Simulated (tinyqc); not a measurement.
# Worked calculation: illuminated p-n diode, drift-diffusion by the Gummel loop with Scharfetter-Gummel fluxes

Computed by the program tinyqc: `OMP_NUM_THREADS=1 python tinyqc.py 2240093 2240094 out.jsonl`, one thread of a shared Intel Xeon 2.30GHz, about 0.7 s for the whole run. Printed values are rounded.

Abrupt junction at x = 0, p side from -Lp, n side to Ln, ohmic contacts. psi is counted from the intrinsic level; n = ni exp((psi - phin)/Vt), p = ni exp((phip - psi)/Vt). Contacts: p side psi = V - Vt ln(Na/ni), p = Na, n = ni^2/Na; n side psi = Vt ln(Nd/ni), n = Nd, p = ni^2/Nd. Constant mobilities, D = mu Vt, Boltzmann statistics, SRH recombination through a mid-gap level, U = (n p - ni^2)/(tp (n + ni) + tn (p + ni)). Current is positive from the p contact to the n contact.

Values chosen for this exercise; band and dielectric values close to those of gallium arsenide:
- T = 300 K (temperature)
- Eg = 1.44 eV (band gap)
- eps_r = 12.9 (relative permittivity)
- Nc = 4.37e17 cm^-3 (conduction-band density of states at T)
- Nv = 9.14e18 cm^-3 (valence-band density of states at T)
- Na = 5.2e17 cm^-3 (acceptor density of the p side)
- Nd = 5.4e16 cm^-3 (donor density of the n side)
- mun = 3500 cm^2/(V s) (electron mobility)
- mup = 230 cm^2/(V s) (hole mobility)
- tn = 3e-9 s (SRH lifetime of electrons)
- tp = 3e-9 s (SRH lifetime of holes)
- G = 1e19 cm^-3 s^-1 (uniform generation rate)
- V = 1.3 V (bias of the p contact)

Constants: q = 1.602176634e-19 C, kB = 1.380649e-23 J/K, Vt = kB T/q, eps0 = 8.8541878128e-14 F/cm where lengths are in cm. Results are converted to the units shown.

Range of the model: At a bias near or above Vbi densities approach the doping or exceed it; degeneracy, Auger and radiative recombination, left out, begin to matter. Minority carriers exceed a tenth of the doping outside the junction (high injection).

## Intrinsic density and built-in voltage

ni = sqrt(Nc Nv) exp(-Eg/(2 Vt)), Eg in volts; Vbi = Vt ln(Na Nd/ni^2).

ni = 1.60415e6 cm^-3
Vbi = 1.31184 V

## Round 1: Poisson equation

```
node  x (nm)  phin at the start (V)  phip at the start (V)
0      -1000                    1.3                    1.3
1       -481                      0                    1.3
2       -226                      0                    1.3
3      -99.9                      0                    1.3
4        -38                      0                    1.3
5       -7.5                      0                    1.3
6        7.5                      0                    1.3
7       48.5                      0                    1.3
8        161                      0                    1.3
9        467                      0                    1.3
10      1310                      0                    1.3
11      3600                      0                      0
```

With phin and phip held, solve a_i (psi_(i+1) - psi_i) - a_(i-1) (psi_i - psi_(i-1)) + q w_i (p_i - n_i + C_i) = 0 for the inner nodes by Newton steps to convergence; a_i = eps0 eps_r/h_i, h_i = x_(i+1) - x_i, w_i = (h_(i-1) + h_i)/2, C = -Na or +Nd.

```
node   psi (V)  n after Poisson (cm^-3)  p after Poisson (cm^-3)
0     0.614806               4.94868e-6                   5.2e17
1     0.613254               3.21708e16               5.52165e17
2     0.613254               3.21705e16               5.52170e17
3     0.613254               3.21710e16               5.52163e17
4     0.613322               3.22551e16               5.50723e17
5     0.616384               3.63107e16               4.89212e17
6     0.650008               1.33322e17               1.33238e17
7     0.655093               1.62304e17               1.09447e17
8     0.655202               1.62986e17               1.08989e17
9     0.655202               1.62988e17               1.08988e17
10    0.655201               1.62984e17               1.08990e17
11    0.626644                   5.4e16               4.76539e-5
```

## Round 1: electron continuity

With psi and p held, F_i = (mun Vt/h_i) [n_(i+1) B(d_i) - n_i B(-d_i)], d_i = (psi_(i+1) - psi_i)/Vt, B(d) = d/(exp(d) - 1); solve F_i - F_(i-1) = w_i [(n_i p_i - ni^2)/den_i - G] for the new n, with den = tp (n + ni) + tn (p + ni) taken at the old n and p, h_i = x_(i+1) - x_i, w_i = (h_(i-1) + h_i)/2; phin = psi - Vt ln(n/ni).

```
node  new n (cm^-3)  phin after round 1 (V)
0        4.94868e-6                 1.30000
1        7.09665e15                 0.03907
2        1.07134e16                 0.02843
3        1.25111e16                 0.02442
4        1.34299e16                 0.02265
5        1.55821e16                 0.02187
6        5.76545e16                 0.02167
7        7.08379e16                 0.02143
8        7.27634e16                 0.02085
9        7.72517e16                 0.01930
10       9.01646e16                 0.01530
11           5.4e16                 0.00000
```

## Round 1: hole continuity

With psi and the new n held, F_i = (mup Vt/h_i) [p_(i+1) B(-d_i) - p_i B(d_i)], d_i = (psi_(i+1) - psi_i)/Vt, B(d) = d/(exp(d) - 1); solve F_i - F_(i-1) = w_i [(n_i p_i - ni^2)/den_i - G] for the new p, with den = tp (n + ni) + tn (p + ni) taken at the new n and the old p, h_i = x_(i+1) - x_i, w_i = (h_(i-1) + h_i)/2; phip = psi + Vt ln(p/ni).

```
node  new p (cm^-3)  phip after round 1 (V)
0            5.2e17                 1.30000
1        5.19412e17                 1.29842
2        5.04166e17                 1.29765
3        4.96747e17                 1.29727
4        4.91854e17                 1.29708
5        4.35253e17                 1.29698
6        1.18058e17                 1.29687
7        9.48494e16                 1.29630
8        8.82150e16                 1.29453
9        7.24799e16                 1.28945
10       3.72977e16                 1.27228
11       4.76539e-5                 0.00000
```

## Round 2: Poisson equation

As before.

```
node   psi (V)  n after Poisson (cm^-3)  p after Poisson (cm^-3)
0     0.614806               4.94868e-6                   5.2e17
1     0.612879               6.99454e15               5.26994e17
2     0.611953               1.01876e16               5.30188e17
3     0.611497               1.16892e16               5.31677e17
4     0.611373               1.24547e16               5.30365e17
5     0.615442               1.50248e16               4.51397e17
6     0.657474               7.69580e16               8.84451e16
7     0.666906               1.11869e17               6.00606e16
8     0.666244               1.11538e17               5.75484e16
9     0.663514               1.06549e17               5.25503e16
10    0.655431               9.09673e16               3.69686e16
11    0.626644                   5.4e16               4.76539e-5
```

## Round 2: electron continuity

As before.

```
node  new n (cm^-3)  phin after round 2 (V)
0        4.94868e-6                 1.30000
1        7.22304e15                 0.03824
2        1.06117e16                 0.02737
3        1.22535e16                 0.02320
4        1.30998e16                 0.02135
5        1.58177e16                 0.02054
6        8.09523e16                 0.02036
7        1.17324e17                 0.02020
8        1.16009e17                 0.01983
9        1.08785e17                 0.01876
10       9.10969e16                 0.01527
11           5.4e16                 0.00000
```

## Round 2: hole continuity

As before.

```
node  new p (cm^-3)  phip after round 2 (V)
0            5.2e17                 1.30000
1        5.29093e17                 1.29852
2        5.33801e17                 1.29782
3        5.36277e17                 1.29749
4        5.35487e17                 1.29733
5        4.55972e17                 1.29724
6        8.93084e16                 1.29712
7        6.01773e16                 1.29635
8        5.58619e16                 1.29376
9        4.68569e16                 1.28649
10       2.74364e16                 1.26457
11       4.76539e-5                 0.00000
```

## Course of the Gummel loop

Stop when phin and phip change by less than 1e-8 V, or after 15 rounds. J = Jn at the p contact + Jp at the n contact + q sum w_i U_i - q G sum w_i over the inner nodes, which avoids differences of large majority fluxes: Jn = (q mun Vt/h_0)[n_1 B(d_0) - n_0 B(-d_0)], Jp = (q mup Vt/h_last)[p_(N-1) B(d_last) - p_N B(-d_last)], d_i = (psi_(i+1) - psi_i)/Vt, B(d) = d/(exp(d) - 1), w_i = (h_(i-1) + h_i)/2.

Course of the iteration:
```
round  J (A/cm^2)  largest change of phin, phip (V)
1         2737.42                            0.0391
2         2660.91                           7.71e-3
3         2646.30                           6.19e-4
4         2642.27                           1.40e-4
5         2641.94                           9.47e-6
6         2641.87                           2.69e-6
7         2641.86                           2.35e-7
8         2641.86                           5.35e-8
9         2641.86                           5.95e-9
```

Converged in 9 rounds.

## Recombination and current

```
node  converged psi (V)  converged n (cm^-3)  converged p (cm^-3)
0              0.614806           4.94868e-6               5.2e17
1              0.612906           7.13420e15           5.27134e17
2              0.612009           1.04891e16           5.30489e17
3              0.611576           1.21193e16           5.32107e17
4              0.611463           1.29603e16           5.30895e17
5              0.615490           1.56233e16           4.52708e17
6              0.657161           7.88490e16           8.98992e16
7              0.666308           1.13036e17           6.11781e16
8              0.665459           1.11008e17           5.70183e16
9              0.662246           1.02336e17           4.83367e16
10             0.653146           8.30901e16           2.90904e16
11             0.626644               5.4e16           4.76539e-5
```

U_i as defined. J = Jn at the p contact + Jp at the n contact + q sum w_i U_i - q G sum w_i over the inner nodes, which avoids differences of large majority fluxes: Jn = (q mun Vt/h_0)[n_1 B(d_0) - n_0 B(-d_0)], Jp = (q mup Vt/h_last)[p_(N-1) B(d_last) - p_N B(-d_last)], d_i = (psi_(i+1) - psi_i)/Vt, B(d) = d/(exp(d) - 1), w_i = (h_(i-1) + h_i)/2.

U, node 0 to 11 (cm^-3 s^-1): 0  2.34631e24  3.42859e24  3.94982e24  4.21715e24  5.03404e24  1.40021e25  1.32315e25  1.25565e25  1.09433e25  7.18225e24  0
Jn at the p contact = 2066.84 A/cm^2
Jp at the n contact = 193.467 A/cm^2
recombination = 381.558 A/cm^2
generation = 5.11976e-4 A/cm^2
J = 2641.86 A/cm^2

A 500-node mesh gives J = 2666 A/cm^2; this mesh differs from it by -24 A/cm^2 (-0.91 %).
